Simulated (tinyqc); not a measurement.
## Intrinsic and extrinsic failures together

All devices wear out with slope 1.5 and scale t63; the share 0.01 also has a flaw with slope 0.29 and scale 0.1 t63: 1 - F = exp(-(t/t63)^1.5) [1 - 0.01 + 0.01 exp(-(t/(0.1 t63))^0.29)]. W = ln(-ln(1 - F)); the local slope is dW/d ln t.

Inputs (values chosen for the exercise):

| symbol | value | unit | meaning |
|---|---|---|---|
| t63 | 1400 | s | characteristic time of a test capacitor |

Results:

| t (s) | F | W | local slope | F of wear-out alone |
|---|---|---|---|---|
| 0.014 | 6.685e-4 | -7.310 | 0.2802 | 3.162e-8 |
| 0.21 | 0.001410 | -6.564 | 0.2703 | 1.837e-6 |
| 0.81 | 0.002024 | -6.202 | 0.2675 | 1.392e-5 |
| 3.1 | 0.002923 | -5.834 | 0.2896 | 1.042e-4 |
| 12 | 0.004667 | -5.365 | 0.4414 | 7.932e-4 |
| 46 | 0.01106 | -4.499 | 0.8953 | 0.005938 |
| 180 | 0.05135 | -2.943 | 1.332 | 0.04506 |
| 680 | 0.2928 | -1.060 | 1.468 | 0.2872 |
| 2600 | 0.9211 | 0.9321 | 1.495 | 0.9204 |

Estimate the missing row, t = 0.055 s.

Computed row:

| t (s) | F | W | local slope | F of wear-out alone |
|---|---|---|---|---|
| 0.055 | 9.779e-4 | -6.930 | 0.2758 | 2.462e-7 |

With this row back in the table: The local slope goes from 0.280 through a minimum of 0.267 (at t = 0.81 s among the rows listed) to 1.49. At early times the flawed share sets F, 21100 times the wear-out value in the first row, so a line fitted to the steep upper part says nothing about low percentiles.

Program tinyqc, `OMP_NUM_THREADS=1 python tinyqc.py 2070116 2070117 out.jsonl`; Intel Xeon 2.30GHz, shared host, one thread, about 0.01 s.
